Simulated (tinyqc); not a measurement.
From results back to parameters: conductance of a narrow metal strip with scatterers (square lattice, Green functions). Three cases, with inputs chosen for the exercise.

Problem. Boundaries with reflection R, a distance dg apart, add incoherently to the scattering in a one-dimensional channel: rho/rho0 = 1 + (lam/dg) R/(1 - R). The ratio comes from a hidden R.

Case 1.

Values chosen (out of a larger set: hopping and spacing of the size met in Cu or Al; the lattice is a model; not measured data): lam = 23 nm (bulk mean free path); dg = 12 nm (distance between boundaries).

rho/rho0 = 2.91667

Case 2.

Values chosen (out of a larger set: hopping and spacing of the size met in Cu or Al; the lattice is a model; not measured data): lam = 32 nm (bulk mean free path); dg = 49 nm (distance between boundaries).

rho/rho0 = 1.41753

Case 3.

Values chosen (out of a larger set: hopping and spacing of the size met in Cu or Al; the lattice is a model; not measured data): lam = 39 nm (bulk mean free path); dg = 11 nm (distance between boundaries).

rho/rho0 = 4.99807

Find: R; effective mean free path lam rho0/rho.

Solution. y = (rho/rho0 - 1) dg/lam = R/(1 - R), so R = y/(1 + y).

Case 1.

R = 0.500
effective mean free path lam rho0/rho = 7.89 nm

Case 2.

R = 0.390
effective mean free path lam rho0/rho = 22.57 nm

Case 3.

R = 0.530
effective mean free path lam rho0/rho = 7.80 nm

Computed by tinyqc, one run a case: `OMP_NUM_THREADS=1 python tinyqc.py N N+1 out.jsonl` with N = 1480691, 1480696, 1480782; one thread of a shared Intel(R) Xeon(R) Processor @ 2.30GHz, about 0.01 s a run at most.
